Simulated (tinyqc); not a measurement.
Longitudinal sound in a periodic multilayer: transfer matrices, stop bands and folded phonons: one step, computed by the program tinyqc. Command: `OMP_NUM_THREADS=1 python tinyqc.py 3018388 3018389 out.jsonl multilayer walk`. One thread of a shared host (Intel(R) Xeon(R) Processor @ 2.30GHz), about 0.01 s of CPU time with the checks.

Layers 1 and 2 repeat with period d = d_1 + d_2; waves travel normal to the layers, without loss. State vector (u, s): displacement u and stress divided by omega. Impedances Z = rho v are in 1e6 kg/(m^2 s).

Problem. Impedances, mean velocity and Bragg frequency. Z = rho v; interface reflection r = (Z_2 - Z_1)/(Z_2 + Z_1) (stress amplitude, from 1 into 2); Bragg frequency f_B = 1/[2 (d_1/v_1 + d_2/v_2)]; long-wave velocity v_eff = d/sqrt[(d_1/v_1)^2 + (d_2/v_2)^2 + (Z_1/Z_2 + Z_2/Z_1)(d_1/v_1)(d_2/v_2)].

Inputs (values chosen for the exercise, modelled on silicon (layer 1), germanium (layer 2) and silicon (substrate)):
```
quantity,value,unit
density rho_1,2.35,g/cm^3
velocity v_1,8440,m/s
thickness d_1,779,nm
density rho_2,5.29,g/cm^3
velocity v_2,4980,m/s
thickness d_2,454,nm
substrate density,2.31,g/cm^3
substrate velocity,8440,m/s
```

Give: Z_1; Z_2; Z of the substrate; interface reflection r; Bragg frequency f_B; long-wave velocity v_eff.

Solution.

Z_1 = 19.834

Z_2 = 26.3442

Z of the substrate = 19.4964

interface reflection r = 0.1410

Bragg frequency f_B = 2.725 GHz

long-wave velocity v_eff = 6654 m/s
